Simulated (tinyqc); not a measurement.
# Worked calculation: piezoresistors in the (001) plane of a cubic crystal

Numbers from tinyqc (`OMP_NUM_THREADS=1 python tinyqc.py 2530077 2530078 out.jsonl`; about 0.01 s on one thread of a shared Intel Xeon 2.30GHz). Printed values are rounded.

Plane stress in crystal axes x = [100], y = [010]. First-order piezoresistance: d rho_xx/rho = p11 sxx + p12 syy, d rho_yy/rho = p12 sxx + p11 syy, d rho_xy/rho = p44 sxy; a resistor along d = (cos th, sin th) changes by dR/R = d.(d rho/rho).d. Changes of geometry and second-order terms are left out.

Parameters, values chosen for the exercise; coefficients close to those of lightly doped p-type silicon: piezoresistive coefficient p11 = 6.5 x 1e-11/Pa; piezoresistive coefficient p12 = -1.07 x 1e-11/Pa; piezoresistive coefficient p44 = 134 x 1e-11/Pa; angle of the current from [100] th = 22.5 deg; stress sxx Sx = 195 MPa; stress syy Sy = -26 MPa; shear stress sxy St = 25 MPa; bridge supply Vb = 1.8 V; Young's modulus along [110] E = 165 GPa.

## Change of the resistivity tensor

As in the introduction.

d rho/rho (%):
```
,x,y
x,1.29532,3.35000
y,3.35000,-0.37765
```

## Resistors at th and th + 90 degrees, and the bridge

dR/R = d.(d rho/rho).d. A full bridge with two resistors of each kind in opposite arms gives Vout = Vb (a - b)/(2 + a + b), a and b the two dR/R.

dR/R at th = 3.41913 %
dR/R at th + 90 = -2.50146 %
Vout = 53.0419 mV

## Longitudinal and transverse coefficients

For uniaxial stress along or across the current: pL = p11 - (A/2) sin^2(2 th), pT = p12 + (A/2) sin^2(2 th), A = p11 - p12 - p44. Gauge factor along [110]: E (p11 + p12 + p44)/2.

A = -126.430 x 1e-11/Pa
pL = 38.1075 x 1e-11/Pa
pT = -32.6775 x 1e-11/Pa
gauge factor = 115.030
